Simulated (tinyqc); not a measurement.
# From one set of inputs to another, one input at a time

Model: surface photovoltage measurement of the minority-carrier diffusion length in a wafer. Computed by tinyqc, a small Python program. Command: `OMP_NUM_THREADS=1 python tinyqc.py 3130201 3130202 out.jsonl spv ladder`. One thread of a shared host (Intel(R) Xeon(R) Processor @ 2.30GHz), about 0.02 s of CPU time with the checks.

Low injection, steady light, a depletion layer much thinner than 1/alpha and L. The excess density dn is taken at the front edge of the neutral region; light that reaches the back is lost.

The inputs printed are set A. Inputs not listed in the table keep their values of set A, so the rows need not describe a real material.

Inputs (values chosen for the exercise, modelled on p-type silicon at room temperature):
```
quantity                                             value        unit
diffusion length L                                     470  micrometre
wafer thickness W                                      525  micrometre
diffusivity D                                         26.6      cm^2/s
front recombination velocity S_f                       350        cm/s
back recombination velocity S_b                      10000        cm/s
photon flux entering                               1.4e+11  1/(cm^2 s)
minority density at the surface barrier scale n_0  3.2e+10      1/cm^3
temperature T                                          298           K
wavelength                                             861          nm
relative noise of each reading                         0.5           %
```

normal deviates g for the noise: -0.54  -1.71  1.59  -0.99  0.43  -0.47  -0.20

Constants: k_B = 8.617333262e-05 eV/K.

Method:
- alpha = (84.732/lambda - 76.417)^2 per cm with lambda in micrometre (an empirical fit for silicon between 0.7 and 1.05 micrometre).
- Thick wafer: dn = Phi L/((S_f + D/L)(L + 1/alpha)). Finite wafer, with s = S_b L/D, w = W/L, a = alpha L: dn = [Phi a/(a^2 - 1)] [a - B - exp(-alpha W)(a - s)/(cosh w + s sinh w)]/(S_f + B D/L), B = (sinh w + s cosh w)/(cosh w + s sinh w).
- Photovoltage V = (k_B T/e) ln(1 + dn/n_0). Lifetime = L^2/D.
- Readings y = (Phi/dn) (1 + noise x g) at 780, 830, 880, 920, 950, 975 and 995 nm; a least-squares line y = c (1/alpha + L_app) gives L_app = intercept/slope.

Each row keeps all changes above it:
```
input moved                                 from       to  dn, finite wafer (1/cm^3)  apparent length L_app (micrometre)  photovoltage V (mV)
set A                                          -        -                  1.282e+08                               332.7               0.1027
front recombination velocity S_f (cm/s)      350      270                  1.390e+08                               332.7               0.1113
diffusion length L (micrometre)              470      260                  9.779e+07                               238.6               0.0784
wafer thickness W (micrometre)               525      775                  9.993e+07                               255.7               0.0801
back recombination velocity S_b (cm/s)     10000     2400                  1.001e+08                               257.3               0.0802
wavelength (nm)                              861      909                  9.509e+07                               257.3               0.0762
photon flux entering (1/(cm^2 s))        1.4e+11  2.5e+11                  1.698e+08                               257.3               0.1359
diffusivity D (cm^2/s)                      26.6     25.5                  1.755e+08                               257.3               0.1405
```

Where does the difference come from?

dn, finite wafer goes from 1.28e8 to 1.76e8, a factor 1.37 in all. The largest single move comes from photon flux entering (a factor 1.79), and diffusion length L works against it (a factor 0.704). Apparent length L_app goes from 333 to 257, a factor 0.773 in all. The largest single move comes from diffusion length L (a factor 0.717), and wafer thickness W works against it (a factor 1.07). Photovoltage V goes from 0.103 to 0.140, a factor 1.37 in all. The largest single move comes from photon flux entering (a factor 1.78), and diffusion length L works against it (a factor 0.704). The single moves hold for this order of the switches; the total does not depend on the order.

Extremes, crossings and ranges named in words are read from the listed rows.
